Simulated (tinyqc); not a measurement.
## Front-illuminated p-i-n photodiode, quantum efficiency and bandwidth: efficiency and bandwidth against the absorption coefficient

Light enters through a p layer (0 to xp), a depleted layer (xp to xp + wi) and a thick n substrate, decaying as exp(-al x); one pass, no back reflection. Carriers made in the depleted layer are all collected; those in the neutral layers diffuse.

k = al Ln, s = S Ln/Dn, e = exp(-al xp); front layer f1 = (k/(k^2 - 1)) {[s + k - e (s cosh(xp/Ln) + sinh(xp/Ln))]/[s sinh(xp/Ln) + cosh(xp/Ln)] - k e}; depleted layer f2 = e (1 - exp(-al wi)); substrate f3 = e exp(-al wi) al Lp/(1 + al Lp); external efficiency (1 - Rf)(f1 + f2 + f3); responsivity = efficiency q lam/(h c). Drift response for pairs made in the depleted layer, a = al wi, g = 1 - exp(-a), u = 2 pi i f, te = wi/ve, th = wi/vh: electrons He = [g - a (exp(-a) - exp(-u te))/(u te - a)]/(u te g), holes Hh = [g - a (1 - exp(-a - u th))/(a + u th)]/(u th g); C = eps0 eps_r pi (dia/2)^2/wi + Cp; total |He + Hh|/sqrt(1 + (2 pi f RL C)^2), for the current of the depleted layer alone. Limits are the frequencies at which each factor falls to 1/sqrt(2); inverse-square sum (f_transit^-2 + f_RC^-2)^(-1/2); the diffusion currents f1 and f3 are left out of the bandwidth. lam is held fixed while al varies.

Inputs (values chosen for the exercise); values close to those of germanium at this wavelength:
- lam = 1550 nm (wavelength)
- Rf = 0.02 (reflectance of the front face)
- eps_r = 15.9 (relative permittivity)
- xp = 0.53 um (thickness of the front p layer)
- wi = 3.3 um (thickness of the depleted layer)
- Dn = 39 cm^2/s (electron diffusion coefficient in the p layer)
- Ln = 5.9 um (electron diffusion length in the p layer)
- S = 10000 cm/s (recombination velocity of the front surface)
- Lp = 1.8 um (hole diffusion length in the thick n substrate)
- ve = 6.12e6 cm/s (electron drift velocity)
- vh = 4.07e6 cm/s (hole drift velocity)
- dia = 82 um (diameter)
- RL = 50 ohm (load resistance)
- Cp = 50 fF (parasitic capacitance)

Constants: q = 1.602176634e-19 C, h = 6.62607015e-34 J s, c = 299792458 m/s, eps0 = 8.8541878128e-14 F/cm where lengths are in cm. Results are converted to the units shown.

The same in every row: RC limit (GHz) = 11.56.

Result of one run:
columns A: al (1/cm); B: f2; C: f1 + f3; D: responsivity (A/W); E: transit limit (GHz); F: 3 dB bandwidth (GHz); G: inverse-square sum (GHz); H: bandwidth x (1 - Rf) f2 (GHz)
```
A          B       C       D      E      F      G      H
3000  0.5360  0.2567  0.9713  8.481  6.541  6.839  3.436
```

What becomes of these results when the absorption coefficient al is changed from 3000 to 300 1/cm, all else the same?

Result of the changed run:
columns A: al (1/cm); B: f2; C: f1 + f3; D: responsivity (A/W); E: transit limit (GHz); F: 3 dB bandwidth (GHz); G: inverse-square sum (GHz); H: bandwidth x (1 - Rf) f2 (GHz)
```
A          B        C       D      E      F      G       H
300  0.09277  0.06130  0.1888  7.984  6.290  6.570  0.5719
```

The whole series:
columns A: al (1/cm); B: f2; C: f1 + f3; D: responsivity (A/W); E: transit limit (GHz); F: 3 dB bandwidth (GHz); G: inverse-square sum (GHz); H: bandwidth x (1 - Rf) f2 (GHz)
```
A             B         C        D      E      F      G         H
30     0.009836  0.006884  0.02048  7.931  6.263  6.540   0.06037
90      0.02912   0.02012  0.06033  7.943  6.269  6.547    0.1789
300     0.09277   0.06130   0.1888  7.984  6.290  6.570    0.5719
900      0.2450    0.1449   0.4777  8.101  6.349  6.635     1.524
3000     0.5360    0.2567   0.9713  8.481  6.541  6.839     3.436
9000     0.5888    0.3952    1.206  9.091  6.862  7.147     3.960
30000    0.2039    0.7869    1.214  8.670  6.707  6.936     1.340
90000  0.008480    0.9773    1.208  8.282  6.519  6.733   0.05418
3e5    1.244e-7    0.9835    1.205  8.221  6.488  6.700  7.907e-7
```

As al goes from 30 to 3e5, the responsivity goes from 0.0205 through a maximum of 1.21 (at al = 30000 among the rows listed) to 1.20 A/W and the bandwidth goes from 6.26 through a maximum of 6.86 (at al = 9000 among the rows listed) to 6.49 GHz. The transit limit is the lower one in every row. Adding inverse squares of the two limits is within 4.6 % of the full result. Strong absorption puts the pairs into the front layer, where they must diffuse against surface loss; weak absorption lets light pass beyond a diffusion length of the junction. In every row the diffusion currents exceed 0.3 of the drift current; their own response times, left out, may then shape the whole response.

tinyqc, about 0.01 s, one thread, Intel Xeon 2.30GHz (shared host): `OMP_NUM_THREADS=1 python tinyqc.py 2250129 2250130 out.jsonl`
